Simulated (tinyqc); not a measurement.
Inside a calculation. Method: FCI on RHF in the 6-311g basis, for H-, spin multiplicity 1. The basis has no diffuse functions, so it cannot describe the extra electron: this is an exercise in the method, not the real anion. Computed by tinyqc, a small Python program that keeps every step (integrals from PySCF). Settings: charge = -1, multiplicity = 1, basis = 6-311g, method = RHF, energy threshold = 1e-10, iteration cap = 82, orthogonalisation = symmetric, start = core, DIIS depth = 6, ci = FCI, davidson = 1. Command: `OMP_NUM_THREADS=1 python tinyqc.py 20645 20646 out.jsonl` (the two numbers bound the seeds that draw the settings). One thread of a shared host (Intel(R) Xeon(R) Processor @ 2.60GHz), about 0.07 s of CPU time with the checks. The early iterations of the SCF are left out here.

## One-electron integrals

Geometry (angstrom):
```
atom       x       y       z
H     0.0000  0.0000  0.0000
```

Basis 6-311g: exponents (1/bohr^2) and contraction coefficients of normalised primitives:
```
element  l (shell)  exponent  coefficient
H            s (1)   33.8650       0.0255
H            s (1)    5.0948       0.1904
H            s (1)    1.1588       0.8522
H            s (2)    0.3258       1.0000
H            s (3)    0.1027       1.0000
```

Overlap, kinetic and nuclear-attraction integrals over the contracted functions; the nuclear repulsion is the sum of Za Zb / Rab.

nuclear repulsion = 0 hartree

overlap S, order 1H 1s, 1H 2s, 1H 3s:
$$\begin{pmatrix}
1.0000 & 0.7064 & 0.3737 \\
0.7064 & 1.0000 & 0.7890 \\
0.3737 & 0.7890 & 1.0000
\end{pmatrix}$$

kinetic energy T (hartree), order 1H 1s, 1H 2s, 1H 3s:
$$\begin{pmatrix}
2.3043 & 0.5491 & 0.1063 \\
0.5491 & 0.4888 & 0.1849 \\
0.1063 & 0.1849 & 0.1541
\end{pmatrix}$$

nuclear attraction V (hartree), order 1H 1s, 1H 2s, 1H 3s:
$$\begin{pmatrix}
-2.1111 & -1.0607 & -0.5150 \\
-1.0607 & -0.9109 & -0.5828 \\
-0.5150 & -0.5828 & -0.5115
\end{pmatrix}$$

core Hamiltonian H = T + V (hartree), order 1H 1s, 1H 2s, 1H 3s:
$$\begin{pmatrix}
0.1933 & -0.5116 & -0.4086 \\
-0.5116 & -0.4221 & -0.3979 \\
-0.4086 & -0.3979 & -0.3574
\end{pmatrix}$$

## Two-electron integrals

Functions are numbered as in S; the eight-fold symmetry (ij|kl) = (ji|kl) = (kl|ij) leaves the list below.

Two-electron integrals (ij|kl) in chemists' order, unique and non-zero (hartree):
```
(11|11) 1.3930   (21|11) 0.8230   (21|21) 0.5097   (22|11) 0.8229
(22|21) 0.5430   (22|22) 0.6441   (31|11) 0.4113   (31|21) 0.2578
(31|22) 0.2799   (31|31) 0.1308   (32|11) 0.5437   (32|21) 0.3658
(32|22) 0.4527   (32|31) 0.1898   (32|32) 0.3251   (33|11) 0.4940
(33|21) 0.3401   (33|22) 0.4460   (33|31) 0.1780   (33|32) 0.3318
(33|33) 0.3617
```

## Orthogonalisation

S = U s U^T; symmetric (Loewdin) form X = U s^(-1/2) U^T, so that X^T S X = 1.

eigenvalues of S: [0.1092, 0.6294, 2.2614]

X, order 1H 1s, 1H 2s, 1H 3s:
$$\begin{pmatrix}
1.3660 & -0.7285 & 0.1796 \\
-0.7285 & 2.0456 & -0.9056 \\
0.1796 & -0.9056 & 1.5398
\end{pmatrix}$$

## Iteration 6 (converged): orbitals

converged F (hartree), order 1H 1s, 1H 2s, 1H 3s:
$$\begin{pmatrix}
1.1540 & -0.0215 & -0.2620 \\
-0.0215 & 0.1699 & -0.0383 \\
-0.2620 & -0.0383 & 0.0640
\end{pmatrix}$$

Diagonalise F' = X^T F X, C = X C', fill 1 alpha and 1 beta electrons from the bottom; D = 2 C_occ C_occ^T. Each column has its largest component positive (the first on a tie).

F' = X^T F X (hartree):
$$\begin{pmatrix}
2.1698 & -1.1643 & -0.0681 \\
-1.1643 & 1.2359 & -0.3924 \\
-0.0681 & -0.3924 & 0.2971
\end{pmatrix}$$

orbital energies (hartree): MO1 -0.0037, MO2 0.7390, MO3 2.9676

coefficients C, order 1H 1s, 1H 2s, 1H 3s:
$$\begin{pmatrix}
0.1750 & 0.0850 & -1.5463 \\
0.1747 & 1.4880 & 1.8140 \\
0.7648 & -1.4374 & -0.7566
\end{pmatrix}$$

D after iteration 6, order 1H 1s, 1H 2s, 1H 3s:
$$\begin{pmatrix}
0.0612 & 0.0611 & 0.2676 \\
0.0611 & 0.0610 & 0.2672 \\
0.2676 & 0.2672 & 1.1697
\end{pmatrix}$$

## Convergence

Stop when the energy changes by less than 1e-10 hartree and every element of the error matrix X^T (F D S - S D F) X is below 3e-06.

Course of the cycle:
```
iteration  E (hartree)     change  largest element of the error matrix
1            -0.374547          -                             2.79e-01
2            -0.464935  -9.04e-02                             3.88e-02
3            -0.466660  -1.73e-03                             4.52e-03
4            -0.466672  -1.18e-05                             4.41e-05
5            -0.466672  -1.00e-09                             6.83e-08
6            -0.466672  -3.39e-15                             3.35e-08
```

PySCF RHF in the same basis = -0.466672 hartree

Converged in 6 iterations.

## Integrals over molecular orbitals

(pq|rs) = sum C_ip C_jq C_kr C_ls (ij|kl), one index at a time.

one-electron integrals over orbitals h = C^T H C (hartree):
$$\begin{pmatrix}
-0.4630 & -0.1315 & 0.0344 \\
-0.1315 & 0.0010 & 0.1483 \\
0.0344 & 0.1483 & 1.8746
\end{pmatrix}$$

Two-electron integrals over orbitals (pq|rs), unique and non-zero (hartree):
```
(11|11) 0.4592    (21|11) 0.1315    (21|21) 0.1028    (22|11) 0.4204
(22|21) 0.1200    (22|22) 0.3964    (31|11) -0.0344   (31|21) -0.0501
(31|22) -0.0504   (31|31) 0.0780    (32|11) -0.0992   (32|21) -0.0849
(32|22) -0.1013   (32|31) 0.0822    (32|32) 0.1063    (33|11) 0.5855
(33|21) 0.2531    (33|22) 0.5548    (33|31) -0.1759   (33|32) -0.2717
(33|33) 1.0262
```

## FCI: determinants and Hamiltonian

Hartree-Fock energy = -0.466672 hartree

Slater-Condon rules over spin orbitals, with the nuclear repulsion added and E(HF) subtracted on the diagonal.

Occupation strings over the orbitals (2 doubly, a alpha, b beta, 0 empty; spin orbitals ordered 1a 1b 2a 2b ...): 200 ab0 a0b ba0 b0a 020 0ab 0ba 002

H - E(HF) between determinants (hartree):
```
         200      ab0      a0b      ba0      b0a      020      0ab      0ba
200   0.0000   0.0000   0.0000   0.0000   0.0000   0.1028  -0.0501   0.0501
ab0   0.0000   0.4251   0.0491  -0.1028   0.0501  -0.0115  -0.0849   0.0160
a0b   0.0000   0.0491   2.4638   0.0501  -0.0780  -0.0849   0.1215  -0.0822
ba0   0.0000  -0.1028   0.0501   0.4251   0.0491   0.0115   0.0160  -0.0849
b0a   0.0000   0.0501  -0.0780   0.0491   2.4638   0.0849  -0.0822   0.1215
020   0.1028  -0.0115  -0.0849   0.0115   0.0849   0.8650   0.0470  -0.0470
0ab  -0.0501  -0.0849   0.1215   0.0160  -0.0822   0.0470   2.8970  -0.1063
0ba   0.0501   0.0160  -0.0822  -0.0849   0.1215  -0.0470  -0.1063   2.8970
002   0.0780   0.0822  -0.1414  -0.0822   0.1414   0.1063  -0.1234   0.1234

         002
200   0.0780
ab0   0.0822
a0b  -0.1414
ba0  -0.0822
b0a   0.1414
020   0.1063
0ab  -0.1234
0ba   0.1234
002   5.2421
```

## FCI: roots

Diagonalise (each vector has its largest component positive (the first on a tie)); all determinants have Ms = 0, so triplets appear too. The lowest singlet root is the correlation energy.

lowest roots of this matrix, relative to E(HF) (hartree): [-0.0150, 0.3155, 0.5205, 0.8643, 2.3874, 2.4704, 2.7959, 3.0599]

lowest vectors, order 200, ab0, a0b, ba0, b0a, 020, 0ab, 0ba, 002:
$$\begin{pmatrix}
0.9926 & 0.0000 & 0.0003 & 0.1186 \\
0.0027 & 0.7060 & 0.7056 & -0.0315 \\
-0.0060 & -0.0342 & -0.0021 & 0.0513 \\
-0.0027 & 0.7060 & -0.7056 & 0.0315 \\
0.0060 & -0.0342 & 0.0021 & -0.0513 \\
-0.1176 & 0.0000 & 0.0461 & 0.9883 \\
0.0183 & 0.0202 & 0.0268 & -0.0266 \\
-0.0183 & 0.0202 & -0.0268 & 0.0266 \\
-0.0119 & 0.0000 & -0.0243 & -0.0231
\end{pmatrix}$$

<S^2> of these roots: [0.0000, 2.0000, 0.0000, 0.0000, 2.0000, 0.0000, 2.0000, 0.0000]

weight of the ground state by excitation level 0, 1, 2, ...: [0.9853, 0.0001, 0.0146]

## The lowest root by the Davidson method

Start from the reference; add the residual divided by (theta - H_ii), orthogonalised, at each step.

Davidson iterations:
```
iteration  subspace  lowest Ritz value (hartree)  residual norm
1                 1                            0       1.47e-01
2                 2                    -0.014721       2.64e-02
3                 3                    -0.014959       1.78e-03
4                 4                    -0.014960       1.45e-04
5                 5                    -0.014960       3.95e-06
6                 6                    -0.014960       8.47e-17
```
